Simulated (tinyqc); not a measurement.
Conductance against temperature: thermal boundary conductance by the acoustic and diffuse mismatch models. Computed by tinyqc, a small Python program. Command: `OMP_NUM_THREADS=1 python tinyqc.py 3013449 3013450 out.jsonl kapitza walk`. One thread of a shared host (Intel(R) Xeon(R) Processor @ 2.30GHz), about 0.01 s of CPU time with the checks.

Each side has one longitudinal and two transverse Debye branches, omega = v q up to q_D = (6 pi^2 n)^(1/3), with n counting all atoms. Scattering at the interface is elastic. Electrons are left out of G, also for metals. Melting is ignored. G refers to the temperatures of the phonons sent towards the interface. Linear branches over all atoms overstate G at high T, most for crystals with several atoms a cell.

Inputs (values chosen for the exercise, modelled on titanium nitride (side 1) and silicon (side 2)):
```
quantity                    value    unit
density rho_1                5.38  g/cm^3
longitudinal velocity vL_1  10400     m/s
transverse velocity vT_1     6350     m/s
atom density n_1              103  1/nm^3
density rho_2                2.33  g/cm^3
longitudinal velocity vL_2   9100     m/s
transverse velocity vT_2     5340     m/s
atom density n_2             50.6  1/nm^3
```

Structure: superlattice.

Constants: hbar = 1.054571817e-34 J s; k_B = 1.380649e-23 J/K.

Method:
- omega_c = v q_D for each branch, given as hbar omega_c/k_B; impedance Z = rho v.
- No mode conversion. t(theta) = 4 Z_1 Z_2 cos(theta_1) cos(theta_2)/N^2, with N = Z_2 cos(theta_1) + Z_1 cos(theta_2) for L (the form for pressure waves) and N = Z_1 cos(theta_1) + Z_2 cos(theta_2) for both T branches (the form for shear waves polarised along the interface); sin(theta_2) = (v_2/v_1) sin(theta_1), and t = 0 beyond the critical angle arcsin(v_1/v_2); the mean over the incoming flux is alpha = 2 int t sin(theta_1) cos(theta_1) d theta_1 (64 Gauss-Legendre points).
- G = (k_B^4 T^3/(8 pi^2 hbar^3)) int W(x) x^4 e^x/(e^x - 1)^2 dx, x = hbar omega/(k_B T). Acoustic mismatch: W = sum over the three branches of alpha(1 to 2)/v_1^2, each up to the lower of its two cut-offs. Diffuse mismatch: W = S_1 S_2/(S_1 + S_2), where S_i sums 1/v^2 over the branches of side i still below their cut-off. Radiation limit: W = min(S_1, S_2). The integral is split at the four cut-offs (64 Gauss-Legendre points a piece, x at most 45).

Branches:
```
branch     v (m/s)  cut-off (K)  Z (1e6 kg/(m^2 s))
L, side 1    10400      1451.41             55.9520
T, side 1     6350       886.20             34.1630
L, side 2     9100      1002.08             21.2030
T, side 2     5340       588.03             12.4422
```

Transmission:
```
branch  t at normal incidence  largest angle from side 1 (deg)  alpha, 1 to 2  alpha, 2 to 1
L                    0.797159                               90       0.716537       0.548598
T                    0.782788                               90       0.848423       0.599995
```

G (MW/(m^2 K)):
```
T (K)  acoustic mismatch  diffuse mismatch  radiation limit
2              0.0039716         0.0027966        0.0047983
5               0.062056          0.043697         0.074973
10               0.49645           0.34957          0.59979
20                3.9716            2.7966           4.7983
40                31.745            22.357           38.356
80                224.91            161.73           274.32
150               761.29            597.88           969.18
300               1459.4            1246.8           1945.0
600               1828.7            1608.9           2480.4
1000              1929.7            1709.2           2628.3
```

What does the comparison show, and why?

All three follow T^3 at the cold end (exponent 3.00 for the diffuse model) and flatten at high T (exponent 0.12 at the hot end); the lowest cut-off is 588 K. The ratio of diffuse to acoustic goes from 0.70 to 0.89. The plateau is set by the frequencies that both sides share.

Extremes, crossings and ranges named in words are read from the listed rows.
